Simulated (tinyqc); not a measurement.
# Sneak resistance and off state from two reads

Problem. A cell Rc in parallel with a sneak path Rsn = K Ron [2/(N - 1) + 1/(N - 1)^2], N = 32, is read through a sense resistor Ron: Vout = Vr Ron/(Ron + Rc Rsn/(Rc + Rsn)). In the low state Rc = Ron. Find Rsn, K and Roff.

Values chosen for this exercise: resistance of the low state Ron = 20 kohm; read voltage Vr = 0.1 V.

Vout with the selected cell low and high (mV): 63.8035047  46.3144440

Answer. Each read gives the parallel resistance; the first yields Rsn, the second then Roff.

Rsn = 26.22 kohm
K = 20.00
Roff = 200.0 kohm

Computed by the program tinyqc: `OMP_NUM_THREADS=1 python tinyqc.py 2880030 2880031 out.jsonl`, one thread of a shared Intel Xeon 2.30GHz, about 0.02 s for the whole run.
